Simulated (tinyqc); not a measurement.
# Changing the central-cell range lambda

Model: effective-mass impurity with a central-cell term, in a basis of Slater functions. Computed by tinyqc, a small Python program. Command: `OMP_NUM_THREADS=1 python tinyqc.py 3011392 3011393 out.jsonl centralcell sweep`. One thread of a shared host (Intel(R) Xeon(R) Processor @ 2.30GHz), about 0.02 s of CPU time with the checks.

The envelope obeys H = -nabla^2 - (2/r) [Z + A exp(-kappa r)] in effective units, with kappa = a*/lambda; positive A deepens the well near the core.

Inputs (values chosen for the exercise, with mass and screening modelled on GaP):
```
quantity                 value  unit
effective mass m         0.485   m_0
dielectric constant eps   11.1     -
charge Z of the core         1     -
central-cell strength A   -1.6     -
```

Impurity: donor, one isotropic band.

Constants: Ry = 13.605693123 eV; a_0 = 0.529177210903 angstrom.

Method:
- Units: Ry* = Ry m/eps^2 and a* = a_0 eps/m, with m in m_0.
- kappa = a*/lambda; the hydrogenic ground state is bound by Z^2 Ry*.
- For s functions exp(-zeta r), with s = zeta_i + zeta_j: S = 2/s^3, T = zeta_i zeta_j S, V = -2 Z/s^2, W = -2 A/(s + kappa)^2; each function is normalised by dividing by sqrt(S_ii S_jj).
- Large basis: zeta_i = 0.06 x 1.6^(i-1), i = 1..22, same formulas; for p functions r exp(-zeta r): S = 24/s^5, T = zeta_i zeta_j S (centrifugal term included), V = -12 Z/s^4, W = -12 A/(s + kappa)^4; overlap eigenvalues below 1e-11 are dropped.
- Binding energies are -E Ry*; the effective quantum number is nu = Z/sqrt(-E); |psi(0)|^2 is given relative to the hydrogenic Z^3/(pi a*^3).

One run for each value; columns: (1) central-cell range lambda (angstrom); (2) 1s binding energy (meV); (3) 2s binding energy (meV); (4) 2p binding energy (meV); (5) relative |psi(0)|^2; (6) kappa (1/a*):
```
(1)     (2)    (3)    (4)     (5)    (6)
0.77  51.66  13.15  13.39  0.6169  15.73
0.96  50.87  13.05  13.39  0.5469  12.62
1.20  49.80  12.91  13.39  0.4717  10.09
1.50  48.41  12.73  13.38  0.3950   8.07
1.90  46.56  12.48  13.38  0.3159   6.37
2.40  44.33  12.17  13.36  0.2438   5.05
2.90  42.23  11.88  13.33  0.1919   4.18
3.70  39.20  11.44  13.27  0.1354   3.27
```

Over the rows, 1s binding energy (meV) falls from 51.7 to 39.2 (exponent d ln y / d ln x -0.070 between the first rows and -0.31 between the last); 2s binding energy (meV) falls from 13.2 to 11.4 (exponent d ln y / d ln x -0.035 between the first rows and -0.16 between the last); 2p binding energy (meV) falls from 13.39 to 13.27. To first order the 1s shift grows as lambda^2 while kappa = a*/lambda is large against 2 Z, and more slowly after; 2p vanishes at the core and moves far less.
